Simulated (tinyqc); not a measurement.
## MESFET, gradual channel with velocity saturation: effect of the low-field mobility at this doping on saturation

A uniformly doped n-type channel, depleted from the top by a Schottky gate; at channel potential V the depleted share of a is u = sqrt((Vbi - Vg + V)/Vp), s at the source. Electrons drift with v = mu E/(1 + mu E/vsat). Abrupt depletion edge, no series resistance, source at 0.

Vbi = phiB - Vt ln(Nc/Nd); Vp = q Nd a^2/(2 eps0 eps_r); G0 = q mu Nd a W/L; Z = mu Vp/(vsat L); s = sqrt((Vbi - Vg)/Vp). I = (G0 Vp/3) F/(1 + Z (u^2 - s^2)), F = 3 (u^2 - s^2) - 2 (u^3 - s^3), with u at V = Vd; Z = 0 gives constant mobility, for which u stops at 1. The current peaks at u = um, the root of (1 - u)(1 + Z (u^2 - s^2)) = Z F/3; beyond Vdsat = Vp (um^2 - s^2) it is held at that value. gm = G0 (um - s)/(1 + Z (um^2 - s^2)).

Values chosen for this exercise; material values those of a made-up semiconductor:
```
symbol,value,unit,meaning
T,300,K,temperature
eps_r,11.5,,relative permittivity of the semiconductor
Nc,5e17,cm^-3,conduction-band density of states at T
Nd,6e16,cm^-3,donor density of the channel
a,190,nm,channel thickness
vsat,1.2e7,cm/s,saturation velocity
L,0.3,um,gate length
W,300,um,gate width
phiB,0.77,V,Schottky barrier
Vg,0,V,gate voltage
```

Constants: q = 1.602176634e-19 C, kB = 1.380649e-23 J/K, Vt = kB T/q, eps0 = 8.8541878128e-14 F/cm where lengths are in cm. Results are converted to the units shown.

Effect of the low-field mobility at this doping on saturation:
```
mu (cm^2/(V s))	Z	um	Vdsat (V)	Isat (mA)	Isat for Z = 0 (mA)	gm (mS)
1200	5.6803	0.84404	0.49881	10.255	35.446	16.150
1900	8.9938	0.81754	0.42378	11.997	56.123	18.196
3200	15.147	0.78930	0.34646	13.854	94.524	20.268
5300	25.088	0.76470	0.28129	15.472	156.55	22.003
8700	41.182	0.74355	0.22694	16.863	256.99	23.455
14000	66.270	0.72614	0.18334	18.007	413.54	24.629
24000	113.61	0.70967	0.14304	19.090	708.93	25.726
```

What does the table show?

As mu goes from 1200 to 24000 cm^2/(V s), Vdsat falls from 0.499 to 0.143 V, Isat rises from 10.3 to 19.1 mA and gm rises from 16.2 to 25.7 mS. Isat is 0.289 of the constant-mobility value in the first row and 0.0269 in the last. In every row the gate is shorter than 2 a, outside the gradual-channel approximation.

Program tinyqc, `OMP_NUM_THREADS=1 python tinyqc.py 2500116 2500117 out.jsonl`; Intel Xeon 2.30GHz, shared host, one thread, about 0.09 s.
